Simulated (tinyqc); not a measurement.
Inside a calculation. Method: FCI on RHF in the sto-6g basis, for H4, spin multiplicity 1. One step of it, computed by the program tinyqc.

Problem. Iteration 3 (converged): orbitals. Diagonalise F' = X^T F X, C = X C', fill 2 alpha and 2 beta electrons from the bottom; D = 2 C_occ C_occ^T. Each column has its largest component positive (the first on a tie).

converged F (hartree), lower triangle:
```
           1H 1s      2H 1s      3H 1s      4H 1s
1H 1s  -0.259691
2H 1s  -0.489271  -0.259691
3H 1s  -0.097691  -0.085509  -0.259691
4H 1s  -0.085509  -0.097691  -0.489271  -0.259691
```

X, lower triangle:
```
           1H 1s      2H 1s      3H 1s     4H 1s
1H 1s   1.125209
2H 1s  -0.305358   1.125209
3H 1s  -0.056019  -0.000535   1.125209
4H 1s  -0.000535  -0.056019  -0.305358  1.125209
```

Give: F' = X^T F X; orbital energies; coefficients C; D after iteration 3.

Solution.

F' = X^T F X (hartree), lower triangle:
```
         1        2        3        4
1  -0.0082
2  -0.4807  -0.0082
3  -0.0578   0.0036  -0.0082
4   0.0036  -0.0578  -0.4807  -0.0082
```

orbital energies (hartree): MO1 -0.5431, MO2 -0.4346, MO3 0.4111, MO4 0.5339

coefficients C:
```
          MO1      MO2      MO3      MO4
1H 1s  0.3816   0.4382   0.6875   0.7430
2H 1s  0.3816   0.4382  -0.6875  -0.7430
3H 1s  0.3816  -0.4382   0.6875  -0.7430
4H 1s  0.3816  -0.4382  -0.6875   0.7430
```

D after iteration 3, lower triangle:
```
         1H 1s    2H 1s   3H 1s   4H 1s
1H 1s   0.6754
2H 1s   0.6754   0.6754
3H 1s  -0.0927  -0.0927  0.6754
4H 1s  -0.0927  -0.0927  0.6754  0.6754
```
